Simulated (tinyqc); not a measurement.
# Programming of a floating-gate cell by Fowler-Nordheim tunnelling: programming by a staircase of pulses

Per tunnel area the floating gate has Ctun = 3.9 eps0/tox to the channel (0 V) and Ccg to the control gate, Ct = Ctun/(1 - ag), no other coupling. With the threshold shift U = -Q/Ccg the field is F = ag (Vg - U)/tox, and dU/dt = J/Ccg. Fowler-Nordheim: J = A F^2 exp(-B/F), A = q^2/(16 pi^2 hbar mo phi) (times 1e14 for A/cm^2 with F in V/nm, emitter mass m0), B = (4/3) sqrt(mo/C) phi^1.5, C = hbar^2/(2 m0).

Pulse i = 1, 2, ... has the height 12.8 V + (i - 1) 0.3 V and lasts 13 us; each starts from the U that the last one left. Exact: exp(B/F(t)) = exp(B/F(0)) + K t, K = A B ag/(Ccg tox), and U = Vg - tox F/ag.

Parameters, values chosen for the exercise; oxide values close to those of silicon dioxide:

| symbol | value | unit | meaning |
|---|---|---|---|
| phi | 3.16 | eV | tunnel barrier |
| mo | 0.45 | m0 | tunnelling mass |
| tox | 8.8 | nm | tunnel oxide thickness |
| ag | 0.67 |  | coupling ratio Ccg/Ct |
| Vt0 | -0.9 | V | threshold shift at the start |

Constants: q = 1.602176634e-19 C, hbar = 1.054571817e-34 J s, m0 = 9.1093837015e-31 kg, eps0 = 8.8541878128e-14 F/cm where lengths are in cm, hbar^2/(2 m0) = 0.0380998212 eV nm^2. Results are converted to the units shown.

Result of one run:
```
last pulse (V)	U (V)	gain of the last pulse (V)	F at its end (V/nm)
17.900	3.1798	0.29964	1.1207
```

Which number of pulses N gave this result: 4, 8, 11, 14 or 18?

N = 18.

The whole series:
```
N	last pulse (V)	U (V)	gain of the last pulse (V)	F at its end (V/nm)
1	12.800	-0.86437	0.035630	1.0404
2	13.100	-0.80648	0.057892	1.0588
3	13.400	-0.71832	0.088154	1.0749
4	13.700	-0.59349	0.12483	1.0883
6	14.300	-0.22890	0.20064	1.1062
8	14.900	0.25672	0.25438	1.1149
11	15.800	1.0974	0.28852	1.1194
14	16.700	1.9834	0.29736	1.1205
18	17.900	3.1798	0.29964	1.1207
```

The gain of a pulse rises from 0.0356 to 0.300 V and settles at the step of 0.3 V: the field at the end of a pulse becomes steady, 1.12 V/nm, so U follows the gate one to one whatever it started from. It is within 5 % of the step from pulse 11 on among the rows. In every row the field stays above 10 MV/cm, which wears the oxide.

Range of the model: Programming fields of 10 MV/cm and more wear the oxide; trapping and the channel potential are ignored.

Program tinyqc, `OMP_NUM_THREADS=1 python tinyqc.py 2130119 2130120 out.jsonl`; Intel Xeon 2.30GHz, shared host, one thread, about 0.02 s.
